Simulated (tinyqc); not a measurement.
Memristor with linear dopant drift, Joglekar window: one step of the calculation.

A film of thickness D has a doped share x: R = Ron x + Roff (1 - x), i = v/R, dx/dt = k i F with k = mv Ron/D^2 and F = 1 - (2 x - 1)^(2 p). The drive is v = V0 sin(2 pi f t). The model has no threshold and no heating.

Question. One Runge-Kutta step. Step h = 1/(16 f), from t = j h. With g(t, x) = dx/dt: k1 = g(t, x), k2 = g(t + h/2, x + h k1/2), k3 = g(t + h/2, x + h k2/2), k4 = g(t + h, x + h k3), x(new) = x + h (k1 + 2 k2 + 2 k3 + k4)/6.

Inputs (values chosen for the exercise): resistance of the fully doped film Ron = 200 ohm; resistance of the undoped film Roff = 5000 ohm; film thickness D = 15 nm; dopant mobility mv = 3.2e-14 m^2/(V s); amplitude V0 = 1 V; window exponent p = 3; frequency f = 15 Hz.

x at step 1 = 0.45814553
j = 1

Give: k1..k4; x at step 2.

Answer.

k1..k4 (1/s): [3.886, 5.721, 5.760, 7.489]
x at step 2 = 0.4820

Program tinyqc, `OMP_NUM_THREADS=1 python tinyqc.py 2880065 2880066 out.jsonl`; Intel Xeon 2.30GHz, shared host, one thread, about 0.2 s.
